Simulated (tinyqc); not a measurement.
From results back to parameters: two-level Kane dispersion of a narrow-gap semiconductor. Three cases, with inputs chosen for the exercise.

Problem. In the two-level Kane model E = Eg/2 + sqrt(Eg^2/4 + (2/3) Ep c k^2), c = hbar^2/2m0, and the momentum mass is m(k) = (3/(2 Ep)) sqrt(Eg^2 + (8/3) Ep c k^2). It is given at the Fermi wave vectors kF = (3 pi^2 n)^(1/3) of two densities (1 cm^-3 = 1e-24 angstrom^-3).

Constants: hbar^2/2m0 = 3.80998211 eV angstrom^2.

Find: kF^2; Ep; edge mass; |Eg|.

Case 1.

Values chosen (out of a larger set: near those of grey Sn; not measured data): n12 = (1.5e+15, 2.3e+17) cm^-3 (two densities).

masses at the two densities (m0): 0.02666941  0.03235926

Solution.

kF^2 (1/angstrom^2): 1.2541e-05  0.00035928

Ep = 23.6 eV
edge mass = 0.02644 m0
|Eg| = 0.416 eV

m^2 = m0*^2 + (6 c/Ep) kF^2 is a straight line in kF^2: the slope gives Ep, the intercept the edge mass, and |Eg| = (2/3) Ep m0*. The sign of Eg does not enter. For Eg < 0 the edge mass does not depend on Dso, which enters only as EF nears it.

Case 2.

Values chosen (out of a larger set: near those of InAs; not measured data): n12 = (7.7e+15, 6.4e+17) cm^-3 (two densities).

masses at the two densities (m0): 0.02821699  0.03880275

Solution.

kF^2 (1/angstrom^2): 3.7320e-05  0.00071078

Ep = 21.7 eV
edge mass = 0.02751 m0
|Eg| = 0.398 eV

m^2 = m0*^2 + (6 c/Ep) kF^2 is a straight line in kF^2: the slope gives Ep, the intercept the edge mass, and |Eg| = (2/3) Ep m0*. The sign of Eg does not enter. The two-level form takes Dso as infinite, which overstates the mass where Dso is not large against Eg.

Case 3.

Values chosen (out of a larger set: near those of grey Sn; not measured data): n12 = (2.9e+15, 1.8e+18) cm^-3 (two densities).

masses at the two densities (m0): 0.02727408  0.04664435

Solution.

kF^2 (1/angstrom^2): 1.9463e-05  0.0014162

Ep = 22.3 eV
edge mass = 0.02691 m0
|Eg| = 0.400 eV

m^2 = m0*^2 + (6 c/Ep) kF^2 is a straight line in kF^2: the slope gives Ep, the intercept the edge mass, and |Eg| = (2/3) Ep m0*. The sign of Eg does not enter. For Eg < 0 the edge mass does not depend on Dso, which enters only as EF nears it.

Computed by tinyqc, one run a case: `OMP_NUM_THREADS=1 python tinyqc.py N N+1 out.jsonl` with N = 1080928, 1080931, 1080946; one thread of a shared Intel(R) Xeon(R) Processor @ 2.30GHz, about 0.01 s a run at most.
